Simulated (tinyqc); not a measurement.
Inside a calculation: three-band (Emery) model of a CuO2 plane downfolded to one band. Values are carried at full precision from step to step, so a last printed digit may differ when a step is redone from the rounded ones.

Electron picture, d at 0 and the oxygen p orbitals at -D; sx = sin(kx a/2), sy = sin(ky a/2). H = [[0, 2 tpd sx, -2 tpd sy], [., -D, -4 tpp sx sy], [., ., -D]], real and symmetric. The top (antibonding) band crosses the Fermi level.

Values chosen for the exercise (of the size used for cuprate planes; the results hold for these values, not for the real material):
- D = 2.8 eV (ed - ep)
- tpd = 1.59 eV (d-p hopping)
- tpp = 0.58 eV (p-p hopping)
- k = (0.45, 0.58) pi/a (wave vector)

## H at one k

Fill in the matrix.

sx, sy: 0.64945  0.79016

H (eV), lower triangle:
```
           d        px        py
d          0
px   2.06524  -2.80000
py  -2.51269  -1.19054  -2.80000
```

## Exact levels

Diagonalise.

levels (eV): -4.2772  -3.8632  2.5404

weights of the top band: d 0.6208, px 0.1661, py 0.2131

## Loewdin downfolding onto d

h(E) = H_dd + V (E - H_pp)^-1 V^T with V = H_dp. The level solves E = h(E). Newton: start at E = 0, set Z = 1/(1 - dh/dE) = 1/(1 + |(E - H_pp)^-1 V^T|^2) and E(new) = E + Z (h - E); stop when the step is below 1e-9 eV.

Iterations:

| i | E (eV) | h(E) (eV) | Z |
|---|---|---|---|
| 0 | 0.00000 | 6.53582 | 0.1980 |
| 1 | 1.29382 | 3.62823 | 0.4451 |
| 2 | 2.33283 | 2.67387 | 0.5964 |
| 3 | 2.53622 | 2.54297 | 0.6203 |
| 4 | 2.54041 | 2.54041 | 0.6208 |
| 5 | 2.54041 | 2.54041 | 0.6208 |

The first value, h(0) = 6.5358 eV, is the energy-independent downfolding; the root is 2.5404 eV, so h(0) is 157 % too high. The final Z is the d weight of the state.

## Hoppings of the top band

One-band form E = e0 - 2t (cos kx + cos ky) - 4t' cos kx cos ky - 2t'' (cos 2kx + cos 2ky) - 4t''' (cos 2kx cos ky + cos kx cos 2ky), k in 1/a. Each hopping is minus the mean of E cos(m kx) cos(n ky) over a 12 x 12 mesh, k = (j + 1/2) 2 pi/12.

Fourier coefficients of the exact top band.

e0, t, t', t'', t''' (eV): 2.2948  0.5180  -0.0097  0.0447  0.0024

t'/t = -0.019

## The one-band model at k

Evaluate the one-band form at k with e0 and t alone, with t' added, and with all four hoppings.

E (eV): (t alone) 2.3904, (t and t') 2.3889, (all four) 2.5513

The three-band value is 2.5404 eV.

## Checks

- Top level at (1,1) against the root of E (E + D - 4 tpp) = 8 tpd^2: both 4.26360.

tinyqc: `OMP_NUM_THREADS=1 python tinyqc.py 1450505 1450506 out.jsonl`; about 0.04 s, one thread, shared Intel(R) Xeon(R) Processor @ 2.30GHz.
